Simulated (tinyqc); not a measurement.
Inside a calculation. Method: power iteration on a symmetric matrix. Computed by tinyqc, a small Python program that keeps every step. Settings: method = power, shift = 0.15. Command: `OMP_NUM_THREADS=1 python tinyqc.py 30059 30060 out.jsonl` (the two numbers bound the seeds that draw the settings). One thread of a shared host (Intel(R) Xeon(R) Processor @ 2.60GHz), about 0.01 s of CPU time with the checks.

A:
```
          1         2         3
1  2.027000  0.048000  0.040000
2  0.048000  2.837000  0.159000
3  0.040000  0.159000  3.069000
```

Stop when the residual |A v - lambda v| is below 1e-9.

Steps:
```
step      lambda  residual
1     2.97514487  3.87e-01
2     3.06539777  2.73e-01
3     3.10851557  1.87e-01
4     3.12852429  1.30e-01
5     3.13816756  9.30e-02
6     3.14320852  7.00e-02
7     3.14612133  5.53e-02
8     3.14796941  4.53e-02
9     3.14922788  3.81e-02
10    3.15012499  3.26e-02
11    3.15078181  2.80e-02
12    3.15126974  2.42e-02
13    3.15163498  2.10e-02
14    3.15190944  1.82e-02
15    3.15211606  1.58e-02
16    3.15227176  1.37e-02
17    3.15238912  1.19e-02
18    3.15247761  1.04e-02
19    3.15254432  8.99e-03
20    3.15259461  7.81e-03
21    3.15263253  6.78e-03
22    3.15266112  5.89e-03
23    3.15268267  5.11e-03
24    3.15269892  4.44e-03
25    3.15271116  3.85e-03
26    3.15272040  3.34e-03
27    3.15272736  2.90e-03
28    3.15273260  2.52e-03
29    3.15273656  2.19e-03
30    3.15273954  1.90e-03
```

Can the last value be used, and what does the course show?

Not by the stop rule, although the second column moves by less than 1e-05 over the last three steps. Not converged in 30 steps: the residual falls only by the ratio of the two largest distances of eigenvalues from the shift, 0.87 a step. all eigenvalues, for comparison: 2.023245  2.757007  3.152749.
